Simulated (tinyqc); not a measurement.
# Resistance of a tapered via with liner, size effect and interface: what changes with what

A round via whose diameter grows from db at the bottom as D(z) = db + 2 z/tan(ang). The fill, of diameter D - 2 tl, starts above the bottom liner (thickness fb tl) and has rho = rho0 (1 + ks lam/(D - 2 tl)); the sidewall liner conducts in parallel with it. The bottom liner and the interface are crossed over the full area pi db^2/4. Spreading in the lines above and below is left out.

Parameters, values chosen for the exercise; fill metal close to cobalt: diameter at the bottom db = 8.9 nm; height hv = 35 nm; sidewall angle ang = 88 degrees; bulk resistivity of the fill rho0 = 6.13 uohm cm; mean free path of the fill lam = 11.8 nm; size-effect factor ks = 0.9; liner on the sidewall tl = 1 nm; liner at the bottom over that on the sidewall fb = 0.7; resistivity of the liner rl = 380 uohm cm; interface resistivity at the bottom ri = 1.4e-12 ohm cm^2; ballistic conductance per area, about 3/(4 rho0 lam) Sb = 1e15 S/m^2; bulk resistivity of the second fill (close to molybdenum) rho2 = 5.4 uohm cm; its mean free path lam2 = 11.5 nm; its liner tl2 = 0.1 nm.

Each table varies one quantity; the others keep the values above.

## Via resistance against the diameter at the bottom

Slices between z0 = fb tl and hv, evaluated at their midpoints: conductance per length pi/4 [(D - 2 tl)^2/rho + (D^2 - (D - 2 tl)^2)/rl], slice resistance = slice height over that. 2000 slices. R_fill = sum of the slices; R_bottom = rl fb tl/(pi db^2/4); R_interface = ri/(pi db^2/4); ballistic (Sharvin) limit 1/(Sb pi (db - 2 tl)^2/4); ideal cylinder rho0 hv/(pi db^2/4).

Result of one run:
columns A: db (nm); B: R_fill (ohm); C: R_bottom (ohm); D: R_interface (ohm); E: R (ohm); F: ballistic limit (ohm); G: R over ideal cylinder; H: largest part
```
A        B       C       D       E       F       G     H
11  52.258  27.990  1.4732  81.721  15.719  3.6198  fill
```

What becomes of these results when the diameter at the bottom db is changed from 11 to 30 nm, all else the same?

Result of the changed run:
columns A: db (nm); B: R_fill (ohm); C: R_bottom (ohm); D: R_interface (ohm); E: R (ohm); F: ballistic limit (ohm); G: R over ideal cylinder; H: largest part
```
A        B       C        D       E       F       G     H
30  4.2620  3.7631  0.19806  8.2232  1.6240  2.7092  fill
```

The whole series:
columns A: db (nm); B: R_fill (ohm); C: R_bottom (ohm); D: R_interface (ohm); E: R (ohm); F: ballistic limit (ohm); G: R over ideal cylinder; H: largest part
```
A          B        C         D       E        F       G             H
6     306.19   94.078    4.9515  405.22   79.577  5.3402          fill
8.3   114.99   49.163    2.5875  166.74   32.080  4.2050          fill
11    52.258   27.990    1.4732  81.721   15.719  3.6198          fill
16    19.558   13.230   0.69630  33.484   6.4961  3.1379          fill
22    8.8899   6.9976   0.36829  16.256   3.1831  2.8801          fill
30    4.2620   3.7631   0.19806  8.2232   1.6240  2.7092          fill
42    1.9768   1.9200   0.10105  3.9978  0.79577  2.5815          fill
58   0.96761   1.0068  0.052989  2.0274  0.40601  2.4966  bottom liner
80   0.48309  0.52919  0.027852  1.0401  0.20928  2.4368  bottom liner
```

R falls from 405 to 1.04 ohm. The fill is the largest part at db = 6, the bottom liner from 58 on. R goes as db^(-2.74) between the first two rows and db^(-2.08) between the last two; area alone gives -2.

## Via resistance against the height

Same model as above.

2000 slices.

The same in every row: R_bottom (ohm) = 42.757; R_interface (ohm) = 2.2504; ballistic limit (ohm) = 26.743.

Via resistance against the height:
```
hv (nm)  R_fill (ohm)  R (ohm)  R over ideal cylinder  largest part
5.3            17.281   62.289                 11.927  bottom liner
7.7            25.547   70.555                 9.2992  bottom liner
11             36.167   81.175                 7.4892  bottom liner
16             50.794   95.802                 6.0766          fill
23             68.752   113.76                 5.0196          fill
34             92.240   137.25                 4.0967          fill
49             117.38   162.39                 3.3633          fill
71             144.56   189.57                 2.7097          fill
```

R rises from 62.3 to 190 ohm. The bottom liner is the largest part at hv = 5.3, the fill from 16 on. The share of the two bottom terms goes from 72.3 to 23.7 %. For hv = 5.3, 7.7, 11, 16 the ballistic limit exceeds half of R_fill, so the diffusive model understates R.

## Two fill metals against the diameter

2000 slices. R_fill = sum of the slices; R_bottom = rl fb tl/(pi db^2/4); R_interface = ri/(pi db^2/4). The second fill has rho2, lam2 and tl2 in place of rho0, lam and tl.

Two fill metals against the diameter:
```
db (nm)  R, first fill (ohm)  R, second fill (ohm)  ratio second/first
6                      405.2                 140.5              0.3467
8.5                    156.7                 63.73              0.4067
12                     66.10                 29.30              0.4433
17                     29.12                 13.49              0.4634
24                     13.40                 6.334              0.4726
35                     5.898                 2.807              0.4760
49                     2.887                 1.374              0.4760
70                     1.371                0.6511              0.4749
100                   0.6572                0.3111              0.4734
```

What does the comparison show?

The ratio goes from 0.347 to 0.473. The second fill gives the lower R in every row.

Computed by the program tinyqc: `OMP_NUM_THREADS=1 python tinyqc.py 2750168 2750169 out.jsonl`, one thread of a shared Intel Xeon 2.30GHz, about 0.01 s for the whole run.
